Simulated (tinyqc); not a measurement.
Inverter chain driving a load.

N inverters, each f = Hc^(1/N) times larger than the one before: delay tau N (f + pp). Switched capacitance in units of the first input, with output capacitance pp times the input: Hc + (1 + pp)(Hc - 1)/(f - 1).

Parameters, values chosen for the exercise: load over the input capacitance of the chain Hc = 3600; parasitic delay of an inverter pp = 1; delay unit tau = 5.8 ps.

Inverter chain driving a load:

| N | f | delay (ps) | switched capacitance |
|---|---|---|---|
| 3 | 15.33 | 284.1 | 4102 |
| 4 | 7.746 | 202.9 | 4667 |
| 5 | 5.144 | 178.2 | 5337 |
| 6 | 3.915 | 171.0 | 6069 |
| 7 | 3.221 | 171.4 | 6840 |
| 8 | 2.783 | 175.5 | 7637 |
| 9 | 2.484 | 181.9 | 8451 |
| 10 | 2.268 | 189.5 | 9277 |

The delay goes from 284 through a minimum of 171 (at N = 6 among the rows listed) to 190 ps. The best stage effort solves pp + rho (1 - ln rho) = 0, rho = 3.59, which gives N = ln Hc/ln rho = 6.41. One stage fewer than the best costs 4.2 % in delay and saves 12 % of the switched capacitance.

tinyqc, about 0.01 s, one thread, Intel Xeon 2.30GHz (shared host): `OMP_NUM_THREADS=1 python tinyqc.py 2082012 2082013 out.jsonl`
